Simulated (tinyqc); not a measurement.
Floating body of a partially depleted SOI transistor: body voltage and kink: one step of the calculation.

Source at 0 V. Channel current Ic = 2 nf K Vt^2 [F(0) - F(Vd)](1 + la Vd), F(V) = ln^2(1 + exp((Vg - VT - nf V)/(2 nf Vt))), VT = VT0 - gb Vb. Saturation voltage Vs = 2 Vt sqrt(F(0)) + 3 Vt, excess Ve = (Vd - Vs + sqrt((Vd - Vs)^2 + 0.0004 V^2))/2, multiplication M1 = Ai Ve exp(-Bl/Ve). Each junction passes D(v) = J1 (exp(v/Vt) - 1) + J2 (exp(v/(2 Vt)) - 1). Bipolar current Ib = bb J1 (exp(Vb/Vt) - 1). The body settles where M1 (Ic + Ib) = D(Vb) + D(Vb - Vd) + Vb/Rb; drain current Id = (1 + M1)(Ic + Ib) - D(Vb - Vd).

Question. Drain current with floating and with grounded body. Id and VT at the converged Vb, Id at Vb = 0, their ratio, and the bipolar share Ib/(Ic + Ib).

Inputs (values chosen for the exercise); values of the order met in partially depleted silicon-on-insulator transistors: temperature T = 358 K; threshold at zero body voltage VT0 = 0.31 V; fall of the threshold per volt of body voltage gb = 0.32; slope factor nf = 1.23; gain factor per width K = 200 uA/(V^2 um); channel-length modulation factor la = 0.05 1/V; impact-ionisation prefactor Ai = 1.38 1/V; impact-ionisation voltage Bl = 4.9 V; diffusion saturation current of each junction J1 = 2.1e-10 uA/um; recombination saturation current of each junction J2 = 3.4e-8 uA/um; gain of the lateral bipolar transistor on the diffusion current bb = 0.5; resistance of a weak body tie to the source (1e9 stands for no tie, and the term is then dropped) Rb = 1e9 kohm um; gate voltage Vg = 0.44 V; drain voltage Vd = 2.2 V.

Constants: q = 1.602176634e-19 C, kB = 1.380649e-23 J/K, Vt = kB T/q. Results are converted to the units shown.

converged Vb = 0.71079605 V

Give: VT; Id, floating; Id, grounded; ratio; bipolar share.

Answer.

VT = 0.082545 V
Id, floating = 14.774 uA/um
Id, grounded = 2.2653 uA/um
ratio = 6.5221
bipolar share = 8.4282 %

The body rises to 0.711 V and lowers the threshold by 227 mV.

Range of the model: The multiplication law is an empirical form chosen for the exercise; self-heating and capacitive coupling to the body are left out, and the linear laws are rough once Vb passes about 0.7 V or M1 about 0.1.

Program tinyqc, `OMP_NUM_THREADS=1 python tinyqc.py 2182009 2182010 out.jsonl`; Intel Xeon 2.30GHz, shared host, one thread, about 0.2 s.
